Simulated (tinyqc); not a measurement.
Capacitance measurement on a leaky thin oxide: effects of series resistance and leakage: one step of the calculation.

The device is a capacitance C in parallel with a leakage conductance G, in series with Rs and Ls. An impedance meter reports either a parallel pair (Cp, Gp) from Y = 1/Z = Gp + i w Cp or a series pair (Cs, Rm) from Z = Rm + 1/(i w Cs); w = 2 pi f, dissipation D = Gp/(w |Cp|).

Task. True capacitance and conductance. EOT = 3.9 tox/eox; CET = EOT + zc + zp; C = 3.9 eps0 A/CET; G = Jg A/Vs.

Inputs (values chosen for the exercise); values of the order met in thin-oxide MOS capacitors:
```
symbol,value,unit,meaning
eox,3.9,,relative permittivity of the gate insulator (close to silicon dioxide)
tox,1,nm,insulator thickness
A,400,um^2,gate area
zc,0.5,nm,oxide-equivalent thickness added by the accumulation layer
zp,0,nm,oxide-equivalent thickness added by gate depletion
Jg,0.00022,A/cm^2,"gate leakage current density, not matched to the thickness"
Vs,0.22,V,voltage for an e-fold rise of the leakage
```

Constants: eps0 = 8.8541878128e-14 F/cm where lengths are in cm. Results are converted to the units shown.

Find: EOT; CET; C; G.

Result.

EOT = 1.0000 nm
CET = 1.5000 nm
C = 9.2084 pF
G = 0.0040000 uS

tinyqc, about 0.01 s, one thread, Intel Xeon 2.30GHz (shared host): `OMP_NUM_THREADS=1 python tinyqc.py 2022074 2022075 out.jsonl`
